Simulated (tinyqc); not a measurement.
Inside a calculation. Method: Hubbard chain of 6 sites. Computed by tinyqc, a small Python program that keeps every step. Settings: hopping = 1.77, U = 9.7, mixing = 0.5, iteration cap = 74. Command: `OMP_NUM_THREADS=1 python tinyqc.py 31088 31089 out.jsonl` (the two numbers bound the seeds that draw the settings). One thread of a shared host (Intel(R) Xeon(R) Processor @ 2.60GHz), about 0.2 s of CPU time with the checks.

one-body matrix (hopping and site energies) (eV), order 1, 2, 3, 4, 5, 6:
$$\begin{pmatrix}
0.200000 & -1.770000 & 0.000000 & 0.000000 & 0.000000 & 0.000000 \\
-1.770000 & 0.040000 & -1.770000 & 0.000000 & 0.000000 & 0.000000 \\
0.000000 & -1.770000 & 0.610000 & -1.770000 & 0.000000 & 0.000000 \\
0.000000 & 0.000000 & -1.770000 & 0.720000 & -1.770000 & 0.000000 \\
0.000000 & 0.000000 & 0.000000 & -1.770000 & 0.170000 & -1.770000 \\
0.000000 & 0.000000 & 0.000000 & 0.000000 & -1.770000 & 0.500000
\end{pmatrix}$$

U = 9.700000 eV

electrons, up and down: [3, 2]

n(up) at the start (a guess, not normalised): 1 0.500000, 2 0.500000, 3 0.500000, 4 0.500000, 5 0.500000, 6 0.500000

n(down) at the start (a guess): 1 0.333000, 2 0.333000, 3 0.333000, 4 0.333000, 5 0.333000, 6 0.333000

Each step fills the lowest levels of T + U n(other spin) and sets n(new) = n + mixing (n(out) - n); stop when output and input agree to 1e-8.

Course of the cycle:
```
iteration       E (eV)  largest |n(out) - n(in)|  mean |n_up - n_down|
1           0.01848559                  1.61e-01              0.166667
2          -0.41996197                  1.29e-01              0.213797
3          -0.93825969                  1.26e-01              0.300442
4          -1.59277678                  1.56e-01              0.400699
5          -2.18131288                  1.46e-01              0.491274
6          -2.57127422                  1.30e-01              0.561121
7          -2.78394152                  1.05e-01              0.609397
8          -2.88681829                  7.89e-02              0.640719
9          -2.93302321                  5.85e-02              0.660496
10         -2.95299359                  4.22e-02              0.672938
11         -2.96152642                  2.97e-02              0.680832
...                ...                       ...                   ...
64         -2.96957424                  1.94e-04              0.698626
65         -2.96957446                  1.81e-04              0.698633
66         -2.96957465                  1.69e-04              0.698639
67         -2.96957482                  1.58e-04              0.698645
68         -2.96957496                  1.47e-04              0.698650
69         -2.96957509                  1.38e-04              0.698655
70         -2.96957520                  1.28e-04              0.698660
71         -2.96957529                  1.20e-04              0.698664
72         -2.96957538                  1.12e-04              0.698669
73         -2.96957545                  1.04e-04              0.698672
74         -2.96957551                  9.73e-05              0.698676
```

Can the last value be used, and what does the course show?

Not by the stop rule, although the second column moves by less than 1e-06 over the last three steps. Not converged within 74 iterations: the residual falls steadily but slowly, by a factor of about 0.93 a step. The lowest mean-field energy found from random starts is -2.96958 eV. Reruns (cap 100 unless said): mixing 0.2: not converged; mixing 0.9: not converged; the original settings with a cap of 400: converged in 207 (E = -2.96958).
